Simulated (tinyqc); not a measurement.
Lateral field, substrate current, probability of reaching the oxide barrier and hot-carrier lifetime of a silicon transistor (pseudo-two-dimensional and lucky-electron models): one step, computed by the program tinyqc.

Local-field models: a lucky carrier gains its energy at the peak field over a path free of collisions. Voltages are magnitudes.

Problem. Peak lateral field. C_ox = 3.9 eps_0/t; F_sat = 2 v_s/mu; V_Dsat = V_ov F_sat L/(V_ov + F_sat L), V_ov = V_G - V_T; I_D/W = C_ox v_s (V_ov - V_Dsat). Scale length l = 0.22 t^(1/3) x_j^(1/2) (all in cm); F_m = sqrt(((V_D - V_Dsat)/l_e)^2 + F_sat^2), with l_e = l; length of the velocity-saturated region l_e ln((V_D - V_Dsat)/(l_e F_sat) + F_m/F_sat).

Inputs (values chosen for the exercise, modelled on a silicon n-channel):
```
quantity,value,unit
channel length L,1400,nm
oxide thickness t,32,nm
junction depth x_j,460,nm
mobility mu,280,cm^2/(V s)
saturation velocity v_s,0.78,1e7 cm/s
threshold voltage V_T,0.63,V
gate voltage V_G,3.8,V
drain voltage V_D,7.6,V
ionisation prefactor A_i,2.2e+06,1/cm
ionisation field B_i,1.71,MV/cm
hot-carrier mean free path lambda,8,nm
oxide barrier phi_b,3.1,eV
interface-trap threshold phi_it,3.6,eV
lifetime constant H,2000,s microampere/micrometre
```

Drain: abrupt.

Constants: eps_0 = 8.8541878128e-12 F/m.

Give: scale length l; peak field F_m; velocity-saturated length; energy gained over one free path, e lambda F_m.

Solution.

scale length l = 219.9 nm

peak field F_m = 249.4 kV/cm

velocity-saturated length = 479.2 nm

energy gained over one free path, e lambda F_m = 0.1995 eV
